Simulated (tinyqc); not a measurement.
# From one set of inputs to another, one input at a time

Model: inversion-layer mobility, back-scattering and ballistic limit of a field-effect transistor. Computed by tinyqc, a small Python program. Command: `OMP_NUM_THREADS=1 python tinyqc.py 3010311 3010312 out.jsonl mos ladder`. One thread of a shared host (Intel(R) Xeon(R) Processor @ 2.30GHz), about 0.02 s of CPU time with the checks.

The charge at the top of the source barrier is fixed by the gate; series resistance and short-channel effects are left out. F_j are Fermi integrals normalised to exp(eta) in the classical limit.

The inputs printed are set A. Set A is modelled on a 4H-SiC n-channel; the values taken over come from a set modelled on a germanium p-channel. Inputs not listed in the table keep their values of set A, so the rows need not describe a real material.

Inputs (values chosen for the exercise, modelled on a 4H-SiC n-channel):
```
quantity                                       value        unit
transport mass m                                0.29         m_0
valley degeneracy g_v                              3           -
weight w of the inversion charge                 0.5           -
permittivity eps                                 9.7           -
phonon mobility at 1 MV/cm and 300 K, mu_ph       89  cm^2/(V s)
roughness mobility at 1 MV/cm, mu_sr              73  cm^2/(V s)
Coulomb mobility at N_inv = 1e12/cm^2, mu_C       39  cm^2/(V s)
electrical oxide thickness t_inv                 1.2          nm
depletion charge N_dep                       1.4e+11      1/cm^2
gate overdrive V_G - V_T                        0.94           V
drain voltage V_D                               0.05           V
channel length L                                  61          nm
exponent a of the critical length               0.73           -
temperature T                                    300           K
```

Statistics at the top of the barrier: Fermi-Dirac.

Constants: eps_0 = 8.8541878128e-12 F/m; e = 1.602176634e-19 C; m_0 = 9.1093837015e-31 kg; k_B = 1.380649e-23 J/K; hbar = 1.054571817e-34 J s; k_B = 8.617333262e-05 eV/K.

Method:
- N_inv = 3.9 eps_0 (V_G - V_T)/(e t_inv); effective field E_eff = e (N_dep + w N_inv)/(eps eps_0).
- mu_phonon = mu_ph (E_eff/1 MV/cm)^(-0.3) (T/300 K)^(-1.75); mu_rough = mu_sr (E_eff/1 MV/cm)^(-2); mu_Coulomb = mu_C (N_inv/1e12 cm^-2) (T/300 K); Matthiessen's rule adds 1/mu.
- F_j(eta) = (1/Gamma(j + 1)) int_0^infinity x^j/(1 + exp(x - eta)) dx, F_0 = ln(1 + exp(eta)). Integrals over x = E/(k_B T) use 160 Gauss-Legendre points in u = sqrt(x) from 0 to sqrt(max(eta, 0) + 32).
- Ballistic channel: N_2D = g_v m k_B T/(pi hbar^2), U = e V_D/(k_B T); eta_F solves N_inv = (N_2D/2)[F_0(eta_F) + F_0(eta_F - U)]; v_T = sqrt(2 k_B T/(pi m)); I/W = e (N_2D/2) v_T [F_1/2(eta_F) - F_1/2(eta_F - U)]; injection velocity v_T F_1/2(eta_F)/F_0(eta_F).
- Mean free path lambda = (2 k_B T/e)(mu/v_T) F_0(eta_0)/F_-1/2(eta_0), with eta_0 from N_inv = N_2D F_0(eta_0); critical length l = L (1 + U)^(-a), an empirical rule; back-scattering r = l/(l + lambda). Then eta solves N_inv = (N_2D/2)[(1 + r) F_0(eta) + (1 - r) F_0(eta - U)] and I/W = e (N_2D/2) v_T (1 - r)[F_1/2(eta) - F_1/2(eta - U)].
- Ballistic ratio: I over the ballistic current. Apparent mobility 1/(1/mu + 1/mu_B), mu_B = mu L/lambda.

Each row keeps all changes above it:
```
input moved                                               from    to  ballistic ratio  mean free path lambda (nm)  injection velocity (1e7 cm/s)
set A                                                        -     -          0.03509                       1.443                          1.397
channel length L (nm)                                       61   240          0.00914                       1.443                          1.397
transport mass m (m_0)                                    0.29  0.19          0.00944                       1.337                          1.929
Coulomb mobility at N_inv = 1e12/cm^2, mu_C (cm^2/(V s))    39   670          0.00972                       1.377                          1.929
phonon mobility at 1 MV/cm and 300 K, mu_ph (cm^2/(V s))    89   240          0.01167                       1.657                          1.929
gate overdrive V_G - V_T (V)                              0.94  0.93          0.01182                       1.682                          1.923
electrical oxide thickness t_inv (nm)                      1.2   1.4          0.01402                       2.082                          1.843
roughness mobility at 1 MV/cm, mu_sr (cm^2/(V s))           73   320          0.03931                       5.981                          1.843
```

Ballistic ratio goes from 0.0351 to 0.0393, a factor 1.12 in all. The largest single move comes from channel length L (a factor 0.260), but it runs against the net change; the largest move in the direction of the net change is roughness mobility at 1 MV/cm, mu_sr (a factor 2.80). Mean free path lambda goes from 1.44 to 5.98, a factor 4.14 in all. The largest single move comes from roughness mobility at 1 MV/cm, mu_sr (a factor 2.87). Injection velocity goes from 1.40 to 1.84, a factor 1.32 in all. The largest single move comes from transport mass m (a factor 1.38), and electrical oxide thickness t_inv works against it (a factor 0.958). The single moves hold for this order of the switches; the total does not depend on the order.

Extremes, crossings and ranges named in words are read from the listed rows.
